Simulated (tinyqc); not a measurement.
Finite square well with mass mismatch (envelope functions): sweeps and comparisons. A value that a table varies takes the place of the one given here.

A square well of width L and depth V0, mass mw inside and mb outside, energies from the bottom of the well, c = hbar^2/2m0. k = sqrt(mw E/c), kappa = sqrt(mb (V0 - E)/c). psi and psi'/m are continuous at the walls (BenDaniel-Duke), so level n solves k L + 2 atan[(k/mw)/(kappa/mb)] = n pi.

Non-parabolic bands: mw is replaced by mw (1 + alpha_w E) and mb by mb (1 - alpha_b (V0 - E)), in k, kappa and the matching condition alike.

Constants: hbar^2/2m0 = 3.80998211 eV angstrom^2.

Values chosen for the exercise (near those of an InGaAs well in InAlAs; the results hold for these values, not for the real material): V0 = 0.491 eV (barrier height); mw = 0.0421 m0 (mass in the well); mb = 0.0756 m0 (mass in the barrier); Ls = (21, 30, 42, 59, 82, 115, 161) angstrom (widths); L = 106 angstrom (well width); alpha_w = 1.11 1/eV (non-parabolicity in the well); alpha_b = 0.17 1/eV (non-parabolicity in the barrier).

## Width of the well

Levels against L, beside the infinite well E1(hard) = c (pi/L)^2/mw; Pb is the probability of level 1 in the barriers; a dash marks an unbound level.

Levels:

| L (angstrom) | bound levels | E1 (eV) | E2 (eV) | E1(hard) (eV) | Pb |
|---|---|---|---|---|---|
| 21 | 1 | 0.2769 | - | 2.0254 | 0.363 |
| 30 | 1 | 0.2072 | - | 0.9924 | 0.230 |
| 42 | 1 | 0.1480 | - | 0.5063 | 0.137 |
| 59 | 2 | 0.0993 | 0.3894 | 0.2566 | 0.075 |
| 82 | 2 | 0.0642 | 0.2578 | 0.1328 | 0.039 |
| 115 | 3 | 0.0391 | 0.1574 | 0.0675 | 0.019 |
| 161 | 4 | 0.0230 | 0.0922 | 0.0345 | 0.009 |

The infinite well overestimates E1 by a factor 7.32 at 21 angstrom and 1.50 at 161 angstrom. The local exponent d ln E1/d ln L goes from -0.81 (first two rows) to -1.58 (last two), towards the -2 of hard walls, as Pb falls from 0.363 to 0.009. E2 - E1 is largest at 59 angstrom of the widths listed.

## Levels of description

The same well five ways. mb = mw: the barrier takes the mass of the well. psi' continuous: kappa holds mb but the condition drops the masses, k L + 2 atan(k/kappa) = n pi. The last column is measured against BenDaniel-Duke.

Levels (eV):

| model | E1 | E2 | E3 | E1 - E1(BDD) (meV) |
|---|---|---|---|---|
| infinite walls | 0.0795 | 0.3180 | 0.7154 | 35.3 |
| mb = mw | 0.0500 | 0.1949 | 0.4089 | 5.8 |
| BenDaniel-Duke | 0.0442 | 0.1780 | 0.3939 | 0.0 |
| psi' continuous | 0.0554 | 0.2120 | 0.4244 | 11.1 |
| non-parabolic | 0.0439 | 0.1626 | 0.3250 | -0.3 |

Hard walls put E1 35.3 meV too high. Ignoring the mass step moves it by +5.8 meV and the wrong matching by +11.1 meV: with mb/mw = 1.80, continuity of psi'/m lets the slope outside be 1.80 times the slope inside, which acts like a softer wall. Non-parabolicity shifts E1 by -0.3 meV, the balance of a heavier mass in the well, which lowers it, and a lighter mass deep in the barrier, which hardens the wall. Among the finite wells the largest departure in E1 is that of the model 'psi' continuous'.

## What each parameter does

Parabolic bands. Pb is the probability of level 1 in the barriers, (A^2/kappa)/(A^2/kappa + L/2 + sin(kL)/(2k)) with A = cos(kL/2). Each row changes one parameter from the base and keeps the others.

Results:

| case | E1 (eV) | bound levels | Pb | V0 - E1 (eV) |
|---|---|---|---|---|
| base | 0.0442 | 3 | 0.0226 | 0.4468 |
| L = 95 angstrom | 0.0520 | 3 | 0.0288 | 0.4390 |
| V0 = 0.565 eV | 0.0458 | 3 | 0.0193 | 0.5192 |
| mw = 0.0379 m0 | 0.0466 | 3 | 0.0255 | 0.4444 |
| mb = 0.0945 m0 | 0.0420 | 3 | 0.0227 | 0.4490 |

The largest shifts from the base row, up to three for each result and ties (the steps differ in size, so this ranks the rows, not the parameters). E1 (eV): L +0.0078, mw +0.0024, mb -0.0023. bound levels: unchanged at the printed digits by L, V0, mw and mb. Pb: L +0.0062, V0 -0.0033, mw +0.0028. V0 - E1 (eV): V0 +0.0725, L -0.0078, mw -0.0024.

tinyqc: `OMP_NUM_THREADS=1 python tinyqc.py 1281887 1281888 out.jsonl`; about 0.01 s, one thread, shared Intel(R) Xeon(R) Processor @ 2.30GHz.
